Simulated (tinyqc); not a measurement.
From results back to parameters: Brillouin zone and empty-lattice bands of the hcp structure. Three cases, with inputs chosen for the exercise.

Problem. At the centre of a zone face two plane waves are mixed by V > 0: levels E0 -/+ V, masses normal to the face 1/(1 -/+ 2 E0/V), E0 = c0 k^2, c0 = hbar^2/2m0. The gap and the mass of the upper band are given.

Constants: hbar^2/2m0 = 3.80998211 eV angstrom^2.

Case 1.

gap = 1.050000 eV
mass of the upper band = 0.0353343 m0

Case 2.

gap = 0.820000 eV
mass of the upper band = 0.0282404 m0

Case 3.

gap = 0.400000 eV
mass of the upper band = 0.0145733 m0

Find: V; E0; k; spacing of the lattice planes, pi/k.

Solution. V is half the gap; 2 E0/V = 1/m - 1; k = |G|/2 = pi/d.

Case 1.

V = 0.5250 eV
E0 = 7.167 eV
k = 1.3715 1/angstrom
spacing of the lattice planes, pi/k = 2.291 angstrom

Case 2.

V = 0.4100 eV
E0 = 7.054 eV
k = 1.3607 1/angstrom
spacing of the lattice planes, pi/k = 2.309 angstrom

Case 3.

V = 0.2000 eV
E0 = 6.762 eV
k = 1.3322 1/angstrom
spacing of the lattice planes, pi/k = 2.358 angstrom

Computed by tinyqc, one run a case: `OMP_NUM_THREADS=1 python tinyqc.py N N+1 out.jsonl` with N = 1880911, 1881016, 1881051; one thread of a shared Intel(R) Xeon(R) Processor @ 2.30GHz, about 0.02 s a run at most.
